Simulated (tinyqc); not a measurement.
Straight dislocations in isotropic elasticity: fields, energies, partials, Peierls stress and walls: one step, computed by the program tinyqc.

The line runs along z, the glide plane is y = 0, and beta is the angle between b and the line (0 screw, 90 degrees edge): b_e = b sin(beta) along +x with the extra half plane at y > 0, b_s = b cos(beta). Stress is positive in tension.

Problem. Splitting into partials. Shockley partials have b_p = b/sqrt(3) at the angles beta -/+ 30 degrees; their repulsion balances the fault at d = G b_p^2/(8 pi gamma) (2 - nu)/(1 - nu) [1 - 2 nu cos(2 beta)/(2 - nu)].

Inputs (values chosen for the exercise, modelled on silicon): shear modulus G = 67 GPa; Poisson ratio nu = 0.22; Burgers vector b = 3.84 angstrom; stacking-fault energy gamma = 58.8 mJ/m^2.

Character: 60-degree.

Give: partial Burgers vector b_p; splitting width d; d/b.

Solution.

partial Burgers vector b_p = 2.2170 angstrom

splitting width d = 5.7139 nm

d/b = 14.880

Widely split: cross-slip and climb need a constriction first.
